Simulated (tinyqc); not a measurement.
# MOS capacitor on an n-type substrate, surface potential from the exact charge relation: effect of the relative permittivity of the gate insulator on threshold and swing

Uniform n-type substrate, Boltzmann statistics, full ionisation, classical densities. psi is the surface potential against the body (positive when the bands bend down) and u = -psi/Vt. Traps are spread evenly over the gap and neutral at flat band, so their charge is -q Dit psi; the minority quasi-Fermi level is shifted by Vb.

ni = sqrt(Nc Nv) exp(-Eg/(2 Vt)), Eg in volts; phiF = Vt ln(N/ni); Cox = eps0 eox/tox; Vfb = phiM - chi - Vt ln(Nc/N) - q Nf/Cox; VT = Vfb - [(2 phiF + Vb)(1 + q Dit/Cox) + sqrt(2 eps0 eps_r q N (2 phiF + Vb))/Cox]. gamma = sqrt(2 eps0 eps_r q N)/Cox; Wm = sqrt(2 eps0 eps_r (2 phiF + Vb)/(q N)); m = 1 + (eps0 eps_r/Wm + q Dit)/Cox; swing m Vt ln 10; Cmin/Cox = 1/(1 + Cox Wm/(eps0 eps_r)).

Values chosen for this exercise; band and dielectric values close to those of silicon:
```
symbol    value         unit                                               meaning
T           293            K                                           temperature
Eg          1.1           eV                                              band gap
eps_r      11.8                                              relative permittivity
Nc      2.66e19        cm^-3                conduction-band density of states at T
Nv      2.61e19        cm^-3                   valence-band density of states at T
chi        4.04           eV                                     electron affinity
N        1.3e18        cm^-3                        donor density of the substrate
tox         5.4           nm                                   insulator thickness
phiM       4.98           eV                                    gate work function
Nf       4.5e10        cm^-2          fixed charge at the interface, in units of q
Dit           0  cm^-2 eV^-1                            density of interface traps
Vb            0            V  reverse bias of the inversion layer against the body
```

Constants: q = 1.602176634e-19 C, kB = 1.380649e-23 J/K, Vt = kB T/q, eps0 = 8.8541878128e-14 F/cm where lengths are in cm. Results are converted to the units shown.

The same in every row: 2 phiF (V) = 0.9480; Wm (nm) = 30.84.

Effect of the relative permittivity of the gate insulator on threshold and swing:
```
eox,Vfb (V),gamma (V^0.5),VT (V),m,swing (mV/decade),Cmin/Cox
3.9,0.8525,1.032,-1.100,1.530,88.94,0.3463
5,0.8550,0.8047,-0.8766,1.413,82.16,0.2924
7.5,0.8579,0.5365,-0.6125,1.275,74.15,0.2160
9,0.8589,0.4471,-0.5244,1.230,71.48,0.1867
15,0.8609,0.2682,-0.3484,1.138,66.15,0.1211
22,0.8618,0.1829,-0.2643,1.094,63.60,0.08585
30,0.8623,0.1341,-0.2163,1.069,62.14,0.06443
```

What does the table show?

As eox goes from 3.9 to 30, VT rises from -1.10 to -0.216 V, the swing falls from 88.9 to 62.1 mV/decade and Cmin/Cox falls from 0.346 to 0.0644. Of the change of VT by 0.884 V, 0.00981 V comes from Vfb and 0.874 V from the band bending and the charge it takes. m - 1 goes as eox^(-1.00), that is as 1/Cox.

Numbers from tinyqc (`OMP_NUM_THREADS=1 python tinyqc.py 2060167 2060168 out.jsonl`; about 0.01 s on one thread of a shared Intel Xeon 2.30GHz).
